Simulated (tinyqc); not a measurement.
Sweep of a biaxial (110) strain: strain-driven crossing of the Gamma and L valleys in a germanium-like crystal alloyed with tin.

Biaxial loads: e0 is the in-plane strain e_par and the normal is free. (001): e_perp = -2 (C12/C11) e_par; exx = eyy = e_par, ezz = e_perp, no shear. (111): e_perp = -(2 C11 + 4 C12 - 4 C44)/(C11 + 2 C12 + 4 C44) e_par; exx = eyy = ezz = (2 e_par + e_perp)/3 and exy = eyz = ezx = (e_perp - e_par)/3. (110): e_perp = -(C11 + 3 C12 - 2 C44)/(C11 + C12 + 2 C44) e_par; exx = eyy = (e_par + e_perp)/2, ezz = e_par, exy = (e_perp - e_par)/2, eyz = ezx = 0. Uniaxial loads: a stress along n, scaled so that n.e.n = e0, with exx = s11 sxx + s12 (syy + szz), exy = s44 sxy/2, s11 = (C11 + C12)/((C11 - C12)(C11 + 2 C12)), s12 = -C12/((C11 - C12)(C11 + 2 C12)), s44 = 1/C44.

Edges from the unstrained valence top: Gamma at Eg + ac tr(e); an L valley with unit axis u at EgL + aL tr(e) + XuL (u.e.u - tr(e)/3), u along [111], [1-1-1], [-11-1], [-1-11]; valence edges are the levels of the 6 x 6 matrix of X, Y, Z times spin with -Dso/3 + l exx + m (eyy + ezz) on the diagonal (cyclic), n exy off it, l = av + 2 b, m = av - b, n = sqrt(3) d. Spin-orbit term (Dso/3) L.sigma on X, Y, Z with (L_k)_ij = -i epsilon_kij: <X+|H|Y+> = -i Dso/3, <X+|H|Z-> = Dso/3, <Y+|H|Z-> = -i Dso/3, <Z+|H|X-> = -Dso/3, <Z+|H|Y-> = i Dso/3, <X-|H|Y-> = i Dso/3, and their conjugates; + and - are the spin along z.

With tin the unstrained gaps become E(y) = (1 - y) E + y EgS - CS y (1 - y); all other values are kept.
Constants: kB = 8.617333262e-05 eV/K.

Parameters, chosen for this exercise (near those of Ge, gaps at low temperature; the results hold for these values, not for the real material): Eg = 0.895 eV (gap at Gamma to the s-like level); EgL = 0.747 eV (gap to L); Dso = 0.286 eV (spin-orbit splitting); ac = -8.2 eV (conduction deformation potential); av = 1.24 eV (valence hydrostatic potential); b = -2.51 eV (tetragonal shear potential); d = -5.24 eV (trigonal shear potential); aL = -1.63 eV (hydrostatic potential of the L edge, Xd + Xu/3); XuL = 16.93 eV (uniaxial potential, L); y = 0.047 (tin fraction); EgS = (-0.434, 0.117) eV (Gamma and L gaps of the tin end); CS = (2.61, 1.11) eV (bowing of the Gamma and L gaps); C11 = 127.9 GPa; C12 = 48 GPa; C44 = 66.9 GPa; load = biaxial (110) (kind of strain); mG = 0.0426 m0 (mass at Gamma); mL = 0.534 m0 (density-of-states mass of the four L valleys together); T = 77 K (temperature).

The valence splitting is the distance of the top two edges. Share in Gamma = mG^(3/2)/(mG^(3/2) + (mL^(3/2)/4) sum_i exp(-(E_Li - E_Gamma)/kT)).

Results:

| e0 (%) | direct gap (eV) | indirect gap (eV) | Gamma - L (meV) | valence splitting (meV) | share in Gamma (%) |
|---|---|---|---|---|---|
| -0.72 | 0.791 | 0.611 | 180 | 54 | 7.21e-12 |
| -0.27 | 0.744 | 0.646 | 98 | 22 | 1.85e-06 |
| 0.17 | 0.683 | 0.639 | 44 | 15 | 0.00545 |
| 0.62 | 0.594 | 0.559 | 35 | 56 | 0.0222 |
| 1.06 | 0.504 | 0.478 | 26 | 100 | 0.0865 |
| 1.51 | 0.409 | 0.392 | 17 | 148 | 0.347 |
| 1.95 | 0.315 | 0.307 | 8 | 196 | 1.34 |
| 2.40 | 0.216 | 0.218 | -1 | 247 | 5.16 |

Gamma drops below the lowest L valley between e0 = 1.95 and 2.40 %. This load splits the L valleys, and the lowest set changes where e0 changes sign, which bends the column Gamma - L. The direct gap goes from 0.791 to 0.216 eV; of that change -0.117 eV comes from the rise of the valence top through the shear terms and the rest from the volume. The share in Gamma goes from 7.21e-12 to 5.16 %.

(tinyqc, `OMP_NUM_THREADS=1 python tinyqc.py 1050337 1050338 out.jsonl`, Intel(R) Xeon(R) Processor @ 2.30GHz, 1 thread, shared host, about 0.01 s.)
